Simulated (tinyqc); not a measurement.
Free and trapped electrons in a MOS channel with a dense trap tail: two steps of the calculation.

p-type body, charge-sheet picture, full ionisation (an idealisation for deep acceptors), Boltzmann statistics for free electrons. e = Ec - EF at the surface. Acceptor-like traps of density D(E) = D0 + De exp(-E/Ew) at depth E below Ec, from 0 to Eu, hold n_t = integral of D(E)/(1 + exp((e - E)/Vt)). psi = Eg - Vt ln(Nv/Na) - e; N_dep = sqrt(2 eps0 eps_r Na (psi - Vt)/q); n_f = sqrt(N_dep^2 + 2 eps0 eps_r Vt Nc exp(-e/Vt)/q) - N_dep; Vg = Vfb + psi + q (N_dep + n_t + n_f)/Cox, Cox = eps0 eox/tox.

Values chosen for this exercise; band and dielectric values close to those of 4H silicon carbide:
- T = 300 K (temperature)
- Eg = 3.21 eV (band gap)
- eps_r = 9.76 (relative permittivity)
- Nc = 1.67e19 cm^-3 (conduction-band density of states at T)
- Nv = 2.46e19 cm^-3 (valence-band density of states at T)
- eox = 3.9 (relative permittivity of the insulator)
- tox = 36 nm (insulator thickness)
- Na = 5.2e15 cm^-3 (acceptor density)
- Vfb = -2.02 V (flat-band voltage without trapped charge)
- D0 = 1.4e10 cm^-2 eV^-1 (constant background density of acceptor-like traps)
- De = 6.2e12 cm^-2 eV^-1 (density of the tail at the conduction edge)
- Ew = 0.11 eV (decay energy of the tail)
- Eu = 0.6 eV (depth below Ec down to which the traps reach)
- mf = 230 cm^2/(V s) (mobility of free electrons)
- e = 0.158 eV (Ec - EF at the surface)

Constants: q = 1.602176634e-19 C, kB = 1.380649e-23 J/K, Vt = kB T/q, eps0 = 8.8541878128e-14 F/cm where lengths are in cm. Results are converted to the units shown.

Problem 1. Trapped charge. Trapezoid rule on 13 equal steps from 0 to Eu, f = 1/(1 + exp((e - E)/Vt)).

Wanted: E; D(E) f; n_t.

Solution 1.

E, point 0 to 13 (eV): [0, 0.04615, 0.09231, 0.1385, 0.1846, 0.2308, 0.2769, 0.3231, 0.3692, 0.4154, 0.4615, 0.5077, 0.5538, 0.6000]
D(E) f, point 0 to 13 (cm^-2 eV^-1): [1.374e10, 5.334e10, 1.967e11, 5.672e11, 8.632e11, 7.310e11, 5.090e11, 3.422e11, 2.300e11, 1.560e11, 1.074e11, 7.537e10, 5.434e10, 4.052e10]
n_t = 1.806e11 cm^-2

Problem 2. Charges and gate voltage. psi, N_dep, n_f and Vg as defined, with the n_t given; free share n_f/(n_f + n_t); apparent mobility mf n_f/(n_f + n_t); gate voltage spent on traps q n_t/Cox.

n_t = 1.8058853e11 cm^-2

Find: psi; N_dep; n_f; Vg; free share; apparent mobility; gate voltage spent on traps.

Solution 2.

psi = 2.833 V
N_dep = 3.968e11 cm^-2
n_f = 1.280e10 cm^-2
Vg = 1.799 V
free share = 6.619 %
apparent mobility = 15.22 cm^2/(V s)
gate voltage spent on traps = 0.3016 V

Numbers from tinyqc (`OMP_NUM_THREADS=1 python tinyqc.py 2222216 2222217 out.jsonl`; about 0.02 s on one thread of a shared Intel Xeon 2.30GHz).
